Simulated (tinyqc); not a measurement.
Defect, radiative and Auger recombination at equal electron and hole densities (ABC model): sweeps and comparisons. A value that a table varies takes the place of the one given here.

J/(e d) = Ae n + B n^2 + C n^3 with Ae = A + 4 S/w (four side walls, carriers spread evenly), e = 1.602176634e-19 C, lengths in cm; internal efficiency IQE = B n^2/(Ae n + B n^2 + C n^3); all injected carriers recombine in the layer.

Inputs chosen for the exercise (orders of magnitude like those quoted for Ge; not measured data):
```
symbol  value    unit        meaning
A       77000    1/s         defect rate
B       4e-14    cm^3/s      radiative coefficient
C       2.3e-31  cm^6/s      Auger coefficient
S       0        cm/s        recombination velocity of the side walls
w       12       micrometre  side of the square mesa
d       570      nm          active thickness
S2      3.1      cm/s        recombination velocity of the side walls in this comparison
J       10       A/cm^2      current density
```

## Efficiency against current

The slope is d ln(B n^2)/d ln J = 2 (Ae + B n + C n^2)/(Ae + 2 B n + 3 C n^2).

Results:
```
J (A/cm^2)  n (1/cm^3)       IQE  slope  differential lifetime (ns)
0.00090       1.28e+15  0.000664  1.999                    1.30e+04
0.0040        5.67e+15   0.00294  1.994                    1.29e+04
0.010         1.41e+16   0.00727  1.983                    1.28e+04
0.060         8.04e+16    0.0394  1.859                    1.14e+04
0.20          2.24e+17    0.0920  1.504                    7.71e+03
0.90          5.67e+17     0.131  1.009                    2.90e+03
4.0           1.10e+18     0.110  0.799                    1.00e+03
10            1.56e+18    0.0892  0.743                         530
60            2.96e+18    0.0535  0.695                         157
2.0e+02       4.49e+18    0.0367  0.682                        69.9
```

IQE peaks at 0.131 for J = 0.936 A/cm^2, where the slope passes 1. It is 0.000664 at the lowest current and 0.0367 at the highest, a droop of 72 %. The slope runs from 2.00 to 0.68; its limits are 2 (defects alone), 1 (radiation alone) and 2/3 (Auger alone).

## Shrinking the mesa

S = S2; w takes the values listed.

Results:
```
w (micrometre)  Ae (1/s)  IQE_max  J at the peak (A/cm^2)  IQE at J
200             7.76e+04    0.130                   0.947    0.0891
100             7.82e+04    0.130                   0.958    0.0890
50              7.95e+04    0.129                   0.980    0.0889
20              8.32e+04    0.126                    1.05    0.0886
10              8.94e+04    0.122                    1.16    0.0880
5               1.02e+05    0.116                    1.40    0.0868
2               1.39e+05    0.101                    2.19    0.0834
1               2.01e+05   0.0851                    3.75    0.0779
```

The walls equal the bulk defect rate at w = 4 S/A = 1.61 micrometre. From 200 to 1 micrometre the peak efficiency falls from 0.13 to 0.0851 and moves to a current 3.96 times higher; at the fixed J the efficiency goes from 0.0891 to 0.0779. For large w diffusion to the walls, left out here, would limit the loss.

## Spreading the carriers over a thicker layer

d is multiplied by the factor listed, at the same J.

Results:
```
factor  n (1/cm^3)  defect  radiative  Auger
0.10      3.54e+18  0.0249     0.0457  0.929
0.20      2.78e+18  0.0391     0.0565  0.904
0.50      2.01e+18  0.0707     0.0739  0.855
1.0       1.56e+18   0.110     0.0892  0.801
2.0       1.20e+18   0.169      0.105  0.726
5.0       8.24e+17   0.290      0.124  0.587
10        5.98e+17   0.420      0.131  0.449
20        4.13e+17   0.580      0.124  0.295
```

The best factor listed is 10 (IQE 0.1306); the optimum factor equals J/J_peak = 10.7, a layer of 6.09e+03 nm, since only J/d matters and the peak value 0.131 does not depend on d. A thicker layer trades Auger loss (0.929 to 0.295) for defect loss (0.0249 to 0.58).

## What moves the efficiency

IQE_max = Q/(Q + 2) with Q = B/sqrt(Ae C), reached at n = sqrt(Ae/C). Each row changes one parameter from the base and keeps the others.

Results:
```
case                n (1/cm^3)      IQE  IQE_max  J at the peak (A/cm^2)
base                 1.562e+18  0.08916   0.1307                   0.936
A = 154000 1/s       1.499e+18  0.08206  0.09606                    2.55
B = 6e-14 cm^3/s     1.537e+18   0.1294   0.1840                   0.997
C = 4.6e-31 cm^6/s   1.266e+18  0.05855  0.09606                   0.637
d = 1140 nm          1.200e+18   0.1052   0.1307                    1.87
J = 30 A/cm^2        2.325e+18  0.06581   0.1307                   0.936
```

The largest shifts from the base row, up to three for each result and ties (the steps differ in size, so this ranks the rows, not the parameters). n (1/cm^3): J +7.62e+17, d -3.62e+17, C -2.96e+17. IQE: B +0.0403, C -0.0306, J -0.0234. IQE_max: B +0.0533, A -0.0346, C -0.0346; unchanged at the printed digits by d and J. J at the peak (A/cm^2): A +1.61, d +0.936, C -0.299; unchanged at the printed digits by J.

Computed by tinyqc, a small Python program: `OMP_NUM_THREADS=1 python tinyqc.py 1651974 1651975 out.jsonl` (the numbers bound the seed that draws the inputs); one thread of a shared host (Intel(R) Xeon(R) Processor @ 2.30GHz), about 0.01 s for the whole set of steps.
